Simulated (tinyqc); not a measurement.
# Changing the thickness W

Model: photoconductance decay in a wafer: bulk and surface recombination modes, and iron detection by pair splitting. Computed by tinyqc, a small Python program. Command: `OMP_NUM_THREADS=1 python tinyqc.py 3110767 3110768 out.jsonl pcd sweep`. One thread of a shared host (Intel(R) Xeon(R) Processor @ 2.30GHz), about 0.05 s of CPU time with the checks.

Both faces of the wafer have the same S; injection is low and all coefficients are constant. x runs from -W/2 to W/2.

Inputs (values chosen for the exercise, modelled on p-type silicon): diffusivity D = 29.2 cm^2/s; bulk lifetime tau_b without iron = 690 microsecond; surface recombination velocity S = 430 cm/s.

Method. Even modes cos(a x) obey b tan b = S W/(2 D) with b = a W/2, odd modes sin(a x) obey -b cot b = S W/(2 D); each decays at the rate 1/tau_b + D a^2. tau_eff is the decay time of the first mode. The surface time is 1/(D a^2) of that mode; shortcuts for it are W/(2 S), W^2/(pi^2 D) and their sum, whose error is sum/surface time - 1.

One run for each value:

| thickness W (micrometre) | tau_eff (microsecond) | surface time (microsecond) | tau_eff/tau_b |
|---|---|---|---|
| 20 | 2.33 | 2.34 | 0.00338 |
| 36 | 4.20 | 4.22 | 0.00608 |
| 63 | 7.36 | 7.44 | 0.01067 |
| 110 | 12.89 | 13.14 | 0.01868 |
| 200 | 23.57 | 24.41 | 0.03417 |
| 360 | 42.79 | 45.62 | 0.06202 |
| 630 | 75.60 | 84.90 | 0.10956 |
| 1100 | 132.50 | 163.99 | 0.19202 |
| 2000 | 234.32 | 354.81 | 0.33959 |

Over the rows, tau_eff (microsecond) rises from 2.33 to 234 (exponent d ln y / d ln x about 1.0 throughout); surface time (microsecond) rises from 2.34 to 355 (exponent d ln y / d ln x 1.0 between the first rows and 1.3 between the last); tau_eff/tau_b rises from 0.00338 to 0.340 (exponent d ln y / d ln x about 1.0 throughout). At the low end the exponent of surface time is 1.01, close to 1: slow surfaces, W/(2 S). Plotting 1/tau_eff against 1/W separates bulk and surface while W/(2 S) is the larger part of the surface time.
